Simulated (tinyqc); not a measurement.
Thermal, flicker and telegraph noise of a field-effect transistor: one step, computed by the program tinyqc. Command: `OMP_NUM_THREADS=1 python tinyqc.py 3005790 3005791 out.jsonl noise walk`. One thread of a shared host (Intel(R) Xeon(R) Processor @ 2.30GHz), about 0.01 s of CPU time with the checks.

Strong inversion, threshold roll-off and channel-length modulation left out; noise sources are uncorrelated and are given as one-sided spectral densities.

Task: Operating point. C_ox = 3.9 eps_0/t; V_c = 2 v_s L/mu; I = W C_ox v_s V_ov^2/(V_ov + V_c); g_m = W C_ox v_s V_ov (V_ov + 2 V_c)/(V_ov + V_c)^2; g_d0 = mu C_ox (W/L) V_ov.

Inputs (values chosen for the exercise, modelled on a high-k silicon transistor): width W = 6.8 micrometre; length L = 67 nm; electrical oxide thickness t = 1.8 nm; mobility mu = 410 cm^2/(V s); saturation velocity v_s = 0.73 1e7 cm/s; overdrive V_ov = 0.2 V.

Operating region: saturation. Flicker model: number with correlated mobility.

Constants: eps_0 = 8.8541878128e-12 F/m.

Give: C_ox; drain current I; g_m; g_d0.

Result:

C_ox = 1.918 microfarad/cm^2

drain current I = 868.5 microampere

g_m = 6705 microsiemens

g_d0 = 15966 microsiemens
